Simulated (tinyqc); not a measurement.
Inside a calculation. Model: off-state leakage of single and stacked transistors.

tinyqc, about 0.03 s, one thread, Intel Xeon 2.30GHz (shared host): `OMP_NUM_THREADS=1 python tinyqc.py 2242008 2242009 out.jsonl` Printed values are rounded.

n-channel devices of unit width. Subthreshold current I(Vg, Vs, Vd) = I0 (T/300 K)^0.5 exp[(Vg - Vs - VT(T) - gb (Vs - Vb) + dd (Vd - Vs))/(nf Vt)] (1 - exp(-(Vd - Vs)/Vt)), VT(T) = VT - cT (T - 300 K). Gate-edge tunnelling Ig (Vd/1 V) exp(ag (Vd - 1 V)), for a gate at 0 V, and band-to-band leakage Ab u exp(-Bb/u), u = Vd - Vb + 1 V, flow at a drain held at V; both are taken as independent of T. In a stack of off transistors (all gates at 0 V) the same subthreshold current passes through each.

Inputs (values chosen for the exercise); values of the order met in bulk silicon logic transistors:
- T = 398 K (temperature)
- V = 0.8 V (supply voltage)
- VT = 0.42 V (threshold at 300 K, zero drain and body bias)
- cT = 0.6 mV/K (fall of the threshold with temperature)
- I0 = 0.92 uA/um (current at threshold at 300 K)
- nf = 1.33 (slope factor)
- dd = 0.13 (drain-induced lowering per volt)
- gb = 0.22 (rise of the threshold per volt of source-body bias)
- Ig = 0.0009 uA/um (gate-edge tunnelling current at 1 V)
- ag = 3.1 1/V (exponential slope of the gate current)
- Ab = 3 uA/(um V) (prefactor of band-to-band leakage at the drain)
- Bb = 25 V (its exponential voltage)
- Vb = -0.3 V (body voltage)

Constants: q = 1.602176634e-19 C, kB = 1.380649e-23 J/K, Vt = kB T/q. Results are converted to the units shown.

## Leakage of one transistor

Vg = Vs = 0, Vd = V; effective threshold VT(T) - gb Vb - dd V.

effective threshold = 0.3232 V
parts (nA/um): subthreshold 0.887203, gate edge 0.387320, band-to-band 0.0425763
total = 1.31710 nA/um
shares (%): subthreshold 67.3604, gate edge 29.4070, band-to-band 3.23258

The subthreshold part is the largest.

## Starting value

Vx = dd V/(1 + gb + 2 dd), the solution for Vx well above Vt, rounded to three decimals.

Vx at the start = 0.07 V

## Iteration 1: new Vx

Stack of two, Vx the node between them: I_low = I(0, 0, Vx), I_up = I(0, Vx, V), f = ln(I_up/I_low), f' = -(1 + gb + 2 dd)/(nf Vt) - 1/(Vt (exp(Vx/Vt) - 1)) - 1/(Vt (exp((V - Vx)/Vt) - 1)), Vx(new) = Vx - f/f'.

I_low = 0.0963966 nA/um
I_up = 0.111764 nA/um
f = 0.147915
f' = -36.7984 1/V
Vx after iteration 1 = 0.0740196 V

## Iteration 2: new Vx

As before.

I_low = 0.0991172 nA/um
I_up = 0.0992284 nA/um
f = 0.00112124
f' = -36.2541 1/V
Vx after iteration 2 = 0.0740505 V

## Course of the iteration

Stop when the step is below 1e-11 V, or after 40 iterations.

Course of the iteration:
```
iteration,Vx before the step (V),step (V)
1,0.07,4.02e-3
2,0.0740196,3.09e-5
3,0.0740505,1.66e-9
4,0.0740505,0
```

Converged in 4 iterations. The subthreshold current of the stack is 0.09914 nA/um, 8.95 times less than that of one transistor (the drain leakage is unchanged); the estimate exp[dd V (1 + gb + dd)/((1 + gb + 2 dd) nf Vt)] gives 8.00.
